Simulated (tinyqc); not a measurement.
Worked calculation: CCSD on RHF in the 6-31g basis, for H3+, spin multiplicity 1. One step of it, computed by the program tinyqc.

Question. Iteration 6 (converged): orbitals. Diagonalise F' = X^T F X, C = X C', fill 1 alpha and 1 beta electrons from the bottom; D = 2 C_occ C_occ^T. Each column has its largest component positive (the first on a tie).

converged F (hartree), lower triangle:
```
           1H 1s      1H 2s      2H 1s      2H 2s      3H 1s      3H 2s
1H 1s  -0.501057
1H 2s  -0.828607  -0.798825
2H 1s  -0.561066  -0.576857  -0.290160
2H 2s  -0.637883  -0.644282  -0.622133  -0.595418
3H 1s  -0.549260  -0.569163  -0.159373  -0.310715  -0.286032
3H 2s  -0.631343  -0.640509  -0.312688  -0.437006  -0.617676  -0.592656
```

X, lower triangle:
```
           1H 1s      1H 2s      2H 1s     2H 2s      3H 1s     3H 2s
1H 1s   1.287548
1H 2s  -0.606469   3.001455
2H 1s  -0.087260  -0.019475   1.266708
2H 2s   0.089696  -1.198724  -0.480598  1.928339
3H 1s  -0.080800  -0.021036   0.026556  0.057679   1.265347
3H 2s   0.086735  -1.180440   0.058099  0.284761  -0.480880  1.910932
```

Give: F' = X^T F X; orbital energies; coefficients C; D after iteration 6.

Answer.

F' = X^T F X (hartree), lower triangle:
```
         1        2        3        4        5        6
1   0.1475
2  -0.6374   0.0831
3  -0.3264  -0.1558   0.2168
4  -0.0968  -0.1939  -0.5101  -0.0059
5  -0.3147  -0.1564   0.0469  -0.0198   0.2135
6  -0.0979  -0.1920  -0.0199  -0.0928  -0.5090  -0.0081
```

orbital energies (hartree): MO1 -1.0292, MO2 -0.3645, MO3 -0.0199, MO4 0.5256, MO5 0.6184, MO6 0.9164

coefficients C:
```
          MO1      MO2      MO3      MO4      MO5      MO6
1H 1s  0.3616  -0.0031   0.2652  -0.6611   0.0072  -1.1904
1H 2s  0.3750  -0.0041   2.2930   1.3417  -0.0222   2.2380
2H 1s  0.2315  -0.3108  -0.0596  -0.6960   0.8791   0.6608
2H 2s  0.0682  -0.5864  -1.5615   0.0615  -1.0356  -1.2711
3H 1s  0.2282   0.3147  -0.0569  -0.6705  -0.9262   0.6177
3H 2s  0.0690   0.5999  -1.5280   0.0335   1.0891  -1.2173
```

D after iteration 6, lower triangle:
```
        1H 1s   1H 2s   2H 1s   2H 2s   3H 1s   3H 2s
1H 1s  0.2615
1H 2s  0.2711  0.2812
2H 1s  0.1674  0.1736  0.1072
2H 2s  0.0493  0.0511  0.0316  0.0093
3H 1s  0.1650  0.1711  0.1056  0.0311  0.1041
3H 2s  0.0499  0.0517  0.0319  0.0094  0.0315  0.0095
```
